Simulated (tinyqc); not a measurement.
Inside a calculation. Model: hot electrons in a saturated n-channel MOSFET, lucky-electron model.

Program tinyqc, `OMP_NUM_THREADS=1 python tinyqc.py 2550092 2550093 out.jsonl`; Intel Xeon 2.30GHz, shared host, one thread, about 0.01 s. Printed values are rounded.

Beyond pinch-off the lateral field grows as Esat cosh(y/l) over the velocity-saturated region (pseudo-two-dimensional model). Impact ionisation in this region gives the substrate current, which biases the body forward through Rsub. Currents are per width. Local-field laws: they overstate ionisation when the field peak is narrower than an energy relaxation length.

Parameters, values chosen for the exercise; values close to those of silicon n-channel devices:
```
symbol  value        unit                                   meaning
L         1.2          um                            channel length
tox        30          nm                           oxide thickness
xj        420          nm                            junction depth
VT       0.68           V                                 threshold
mu        300  cm^2/(V s)                        effective mobility
vs        7e6        cm/s                       saturation velocity
Ai        2e6        1/cm                      ionisation prefactor
Bi       1.64       MV/cm                          ionisation field
Rd        200      ohm um     resistance of the lightly doped drain
Rsub     2100      ohm um                      substrate resistance
kb       0.43              fall of VT per volt of forward body bias
lm        7.7          nm               hot-electron mean free path
pb        3.2           V                             oxide barrier
Cg      0.001                         prefactor of the gate current
m         3.1                                     lifetime exponent
Hl      24000     s uA/um                         lifetime constant
Vd        5.1           V                             drain voltage
Vg        2.4           V                              gate voltage
```

Constants: eps0 = 8.8541878128e-14 F/cm where lengths are in cm. Results are converted to the units shown.

## Length and field scales

Cox = 3.9 eps0/tox, l = sqrt(3 tox xj), Esat = 2 vs/mu.

Cox = 0.115104 uF/cm^2
l = 194.422 nm
Esat = 0.0466667 MV/cm
Esat L = 5.6 V

## Iteration 1: body bias from the substrate current

Vb at the start = 0 V

Cox = 3.9 eps0/tox. Overdrive g = Vg - VT + kb Vb; Vdsat = g Esat L/(g + Esat L); Id = Cox vs (g - Vdsat); dV = Vd - Id Rd - Vdsat; Em = sqrt((dV/l)^2 + Esat^2); Isub = Id (Ai/Bi) l Em exp(-Bi/Em). Vb(new) = Rsub Isub.

Vdsat = 1.31585 V
Id = 32.5639 uA/um
dV = 3.77764 V
Em = 0.199826 MV/cm
Isub = 0.0420739 uA/um
Vb after iteration 1 = 8.83552e-5 V

## Iteration 2: body bias from the substrate current

As before.

Vdsat = 1.31587 V
Id = 32.5651 uA/um
dV = 3.77762 V
Em = 0.199825 MV/cm
Isub = 0.0420733 uA/um
Vb after iteration 2 = 8.83540e-5 V

## Course of the iteration: body bias from the substrate current

Stop when Vb changes by less than 1e-9 V, or after 60 iterations.

Course of the iteration:
```
iteration      Vb (V)  |change| (V)
1          8.83552e-5       8.84e-5
2          8.83540e-5       1.13e-9
3          8.83540e-5      1.46e-14
```

Converged in 3 iterations. The change falls from 8.8e-5 in the first iteration to below the tolerance in the last.

## Gate current, lifetime and channel shortening

Id = 32.5651 uA/um
dV = 3.77762 V
Em = 0.199825 MV/cm
Isub = 0.0420733 uA/um

Ig = Cg Id exp(-pb/(lm Em)); lifetime tau = (Hl/Id)(Isub/Id)^(-m); length of the saturated region dL = l ln[(dV/l + Em)/Esat]. 1 year = 3.15576e7 s.

Isub/Id = 0.00129198
Ig = 3.02386e-5 pA/um
tau = 21060.4 years
dL = 414.827 nm

The lifetime exceeds ten years. Integrating Ai exp(-Bi/E) over the cosh profile gives Isub/Id = 0.00121, so the closed form is 7.2 % above it.
